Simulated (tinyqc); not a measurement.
Worked calculation: Heisenberg magnet: exchange from energy differences, ordering vector, linear spin waves and ordering temperature. Computed by tinyqc, a small Python program that keeps every step. Command: `OMP_NUM_THREADS=1 python tinyqc.py 3007629 3007630 out.jsonl magnon walk`. One thread of a shared host (Intel(R) Xeon(R) Processor @ 2.30GHz), about 0.08 s of CPU time with the checks. Intermediate numbers are printed to about 7 digits and carried at full precision; extremes and crossings named in words are read from the listed rows.

H = -sum over pairs <ij> J_ij S_i.S_j - K sum_i (S_i^z)^2, each pair once, J > 0 ferromagnetic. First neighbours: 12 at a (0.5, 0.5, 0), second: 6 at a (1, 0, 0), with all permutations and signs.

Inputs (values chosen for the exercise, for a model magnet): exchange J1 = 9.25 meV; exchange J2 = -0.46 meV; spin S = 1; single-ion anisotropy K = 0.32 meV; lattice constant a = 5.49 angstrom; mesh divisions n = 16; temperature T = 340 K.

Lattice: fcc. Order: ferromagnetic.

wave vector q (2 pi/a): [0.34, 0.43, 0.059]

Constants: h x 1 THz = 4.135667696 meV; k_B = 8.617333262e-05 eV/K.

## Energies of ordered states

J(q) = J1 g1(q) + J2 g2(q), g_s(q) = sum over shell s of cos(q.R). A classical spiral or collinear state of wave vector Q has the exchange energy -(S^2/2) J(Q) per site.

States, Q in 2 pi/a:
```
Q                  g1  g2  energy (meV/site)
G (0, 0, 0)        12   6             -54.12
X (1, 0, 0)        -4   6              19.88
L (0.5, 0.5, 0.5)   0  -6              -1.38
W (1, 0.5, 0)      -4   2              18.96
```

The lowest of these is G (0, 0, 0), 52.740 meV per site below L (0.5, 0.5, 0.5).

## Back from energy differences to J1 and J2

Subtract the first row of the table from the second and third: dE = -(S^2/2)(dg1 J1 + dg2 J2), two equations for two unknowns, as in mapping total energies onto a spin model.

coefficients, columns J1, J2:
$$\begin{pmatrix}
8 & 0 \\
6 & 6
\end{pmatrix}$$

energy differences (meV/site): [74.00, 52.74]

J1, J2 (meV): [9.25, -0.46]

## Magnon energy at q

g_s(q) = sum over shell s of cos(q.R), z1 = g1(0). E(q) = S [J(0) - J(q)] + (2S - 1) K, J(q) = J1 g1 + J2 g2. The factor 2S - 1 removes the anisotropy for S = 1/2.

g1(q) = 3.171999

g2(q) = -1.017165

E(q) = 78.75111 meV

frequency = 19.04193 THz

## Long waves and the gap

sum R_x^2 over the shells is s1 = 2 a^2 and s2 = 2 a^2. E = gap + D q^2 with D = (S/2)(J1 s1 + J2 s2) and gap = (2S - 1) K.

stiffness D = 264.9315 meV angstrom^2

gap = 0.32 meV

## Dispersion

The formulas are those given above.

Energies (meV); X = (1, 0, 0), L = (0.5, 0.5, 0.5) in 2 pi/a:
```
line  fraction of the way      E(q)  gap + D q^2
G-X                  0.10    3.7661       3.7902
G-X                  0.25   21.0741      22.0085
G-X                  0.50   72.4800      87.0738
G-X                  0.75  125.7259     195.5161
G-X                  1.00  148.3200     347.3353
G-L                  0.10    2.9013       2.9226
G-L                  0.25   15.7672      16.5863
G-L                  0.50   53.0600      65.3854
G-L                  0.75   90.3528     146.7171
G-L                  1.00  105.8000     260.5815
```

At the end of the G-X rows the long-wave form is 2.34 times the true energy. At the end of the G-L rows the long-wave form is 2.46 times the true energy. It holds to 5 % in 3 of the ten rows; nearer the zone boundary the cosine flattens the band.

## Loss of moment

Mesh: q = sum_i (m_i + 1/2)/n b_i, m_i = 0..n-1, b = [[-1, 1, 1], [1, -1, 1], [1, 1, -1]] in 2 pi/a; <..> is the mean over the mesh. n = 1/(exp(E/(k_B T)) - 1); no zero-point loss; thermal loss <n>; moment = S less the losses.

zero-point loss = 0

thermal loss = 0.1017723

moment <S^z> = 0.8982277

The thermal loss is 10.18 % of S.

## Ordering temperature

K left out. Mean field: k_B T = S (S + 1) J(Q)/3 at the ordering vector Q; random-phase (Tyablikov): k_B T = [S (S + 1)/3] / <1/(J(Q) - J(q))>; Curie-Weiss theta = S (S + 1) J(0)/(3 k_B).

mean-field ordering temperature = 837.3820 K

random-phase ordering temperature = 629.0078 K

Curie-Weiss temperature = 837.3820 K

The random-phase value is 0.75 of mean field, since it weights the soft long waves (a harmonic mean of J(Q) - J(q) in place of the arithmetic one); on this mesh it lies slightly high.

Checks made by the program: the long-wave formula against the dispersion (relative difference 7e-07).
